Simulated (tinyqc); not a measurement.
# Fully depleted semiconductor-on-insulator film with two gates, non-linear Poisson equation by Newton steps: what changes with what

One dimension across the film, front interface at x = 0, back interface at x = ts. psi is counted from the intrinsic level, n = ni exp(psi/Vt) (source grounded), holes neglected, acceptors ionised. Gates act through Cox = eps0 eox/tox and Cbox = 3.9 eps0/tb with potentials G1 = Vg - (phiM - chi - Vt ln(Nc/ni)) and G2 = Vb - (phiB - chi - Vt ln(Nc/ni)). Classical Boltzmann densities, no interface charge, no depletion in the back plane.

Parameters, values chosen for the exercise; band and dielectric values close to those of In0.53Ga0.47As:
- T = 350 K (temperature)
- Eg = 0.727 eV (band gap)
- eps_r = 14.2 (relative permittivity)
- Nc = 2.7e17 cm^-3 (conduction-band density of states at T)
- Nv = 9.53e18 cm^-3 (valence-band density of states at T)
- chi = 4.41 eV (electron affinity)
- eox = 3.9 (relative permittivity of the gate insulator (close to silicon dioxide))
- tox = 1.6 nm (insulator thickness)
- ts = 16 nm (film thickness)
- tb = 23 nm (buried-oxide thickness (eps_r 3.9))
- Na = 1e15 cm^-3 (acceptor density of the film)
- phiM = 5.09 eV (work function of the front gate)
- phiB = 4.91 eV (work function of the back plane)
- Vb = 0 V (back-gate voltage)

Constants: q = 1.602176634e-19 C, kB = 1.380649e-23 J/K, Vt = kB T/q, eps0 = 8.8541878128e-14 F/cm where lengths are in cm. Results are converted to the units shown.

Each table varies one quantity; the others keep the values above.

## Charge against front-gate voltage

ni = sqrt(Nc Nv) exp(-Eg/(2 Vt)), Eg in volts. The Poisson equation eps0 eps_r d2psi/dx2 = q (n + Na), with -eps0 eps_r dpsi/dx = Cox (G1 - psi) at x = 0 and eps0 eps_r dpsi/dx = Cbox (G2 - psi) at x = ts, is solved on 300 equal intervals with half boxes at both ends; N_inv is the trapezoid sum of n. Swing = ln 10/(d ln N_inv/dVg); the last column is (dN_inv/dVb)/(dN_inv/dVg).

Result of one run:

| Vg (V) | psi front (V) | psi back (V) | N_inv (cm^-2) | centroid/ts | swing (mV/decade) | q dN_inv/dVg over Cox | back/front leverage |
|---|---|---|---|---|---|---|---|
| 1.21 | 0.469 | 0.277 | 4.56e12 | 0.110 | 908 | 0.859 | 0.0717 |

What becomes of these results when the front-gate voltage Vg is changed from 1.21 to 1.51 V, all else the same?

Result of the changed run:

| Vg (V) | psi front (V) | psi back (V) | N_inv (cm^-2) | centroid/ts | swing (mV/decade) | q dN_inv/dVg over Cox | back/front leverage |
|---|---|---|---|---|---|---|---|
| 1.51 | 0.501 | 0.279 | 8.16e12 | 0.0796 | 1.53e3 | 0.913 | 0.0683 |

The whole series:

| Vg (V) | psi front (V) | psi back (V) | N_inv (cm^-2) | centroid/ts | swing (mV/decade) | q dN_inv/dVg over Cox | back/front leverage |
|---|---|---|---|---|---|---|---|
| 0.31 | -0.0675 | -0.0873 | 1.17e6 | 0.446 | 79.2 | 2.52e-6 | 0.140 |
| 0.46 | 0.0742 | 0.0316 | 9.38e7 | 0.386 | 78.4 | 2.05e-4 | 0.128 |
| 0.61 | 0.215 | 0.150 | 7.67e9 | 0.331 | 79.5 | 0.0165 | 0.118 |
| 0.76 | 0.338 | 0.240 | 2.88e11 | 0.262 | 141 | 0.349 | 0.101 |
| 0.91 | 0.406 | 0.267 | 1.37e12 | 0.185 | 349 | 0.673 | 0.0835 |
| 1.06 | 0.444 | 0.274 | 2.88e12 | 0.138 | 616 | 0.799 | 0.0755 |
| 1.21 | 0.469 | 0.277 | 4.56e12 | 0.110 | 908 | 0.859 | 0.0717 |
| 1.36 | 0.487 | 0.278 | 6.33e12 | 0.0923 | 1.21e3 | 0.892 | 0.0696 |
| 1.51 | 0.501 | 0.279 | 8.16e12 | 0.0796 | 1.53e3 | 0.913 | 0.0683 |

N_inv passes 1e11 cm^-2 at Vg = 0.706 V. The swing starts at 79.2 mV a decade, against (1 + k) Vt ln 10 = 73.5 for a front channel with k = Cs Cbox/(Cox (Cs + Cbox)) = 0.0584, Cs = eps0 eps_r/ts; above threshold this column is no longer a subthreshold swing. The centroid falls from 0.446 to 0.0796 of ts and the leverage of the back gate falls from 0.140 to 0.0683. For Vg = 0.76, 0.91, 1.06, 1.21, 1.36, 1.51 the density at an interface exceeds 0.3 Nc, where Boltzmann statistics fail. For Vg = 0.91, 1.06, 1.21, 1.36, 1.51 the classical centroid lies within 3 nm of an interface, where confinement, left out, would push it away.

## Threshold and coupling against the back-gate voltage

VT is the Vg for N_inv = 1e11 cm^-2; -dVT/dVb from the linearised equation. Limits with Cs = eps0 eps_r/ts: front channel Cs Cbox/(Cox (Cs + Cbox)), back channel Cbox (Cox + Cs)/(Cox Cs). Swing at N_inv = 1e8 cm^-2.

The same in every row: front-channel limit = 0.0584; back-channel limit = 0.261.

Threshold and coupling against the back-gate voltage:

| Vb (V) | VT (V) | centroid/ts at VT | -dVT/dVb | swing (mV/decade) |
|---|---|---|---|---|
| -3 | 0.939 | 0.0525 | 0.0673 | 74.2 |
| -2.25 | 0.888 | 0.0667 | 0.0697 | 74.4 |
| -1.5 | 0.834 | 0.0912 | 0.0740 | 74.8 |
| -0.75 | 0.776 | 0.144 | 0.0830 | 75.6 |
| 0 | 0.706 | 0.292 | 0.109 | 78.4 |
| 0.75 | 0.604 | 0.608 | 0.168 | 83.1 |
| 1.5 | 0.456 | 0.830 | 0.219 | 85.4 |
| 2.25 | 0.284 | 0.904 | 0.237 | 86.3 |
| 3 | 0.103 | 0.934 | 0.244 | 86.6 |

As Vb goes from -3 to 3, VT falls from 0.939 to 0.103 V, the centroid rises from 0.0525 to 0.934 of ts and -dVT/dVb rises from 0.0673 to 0.244. The coupling covers 4.42 % of the way from the front-channel to the back-channel limit in the first row and 92.0 % in the last. A positive back bias draws the electrons to the back interface, where the back gate has more leverage and the front gate less, so the swing worsens.

Program tinyqc, `OMP_NUM_THREADS=1 python tinyqc.py 2190158 2190159 out.jsonl`; Intel Xeon 2.30GHz, shared host, one thread, about 0.7 s.
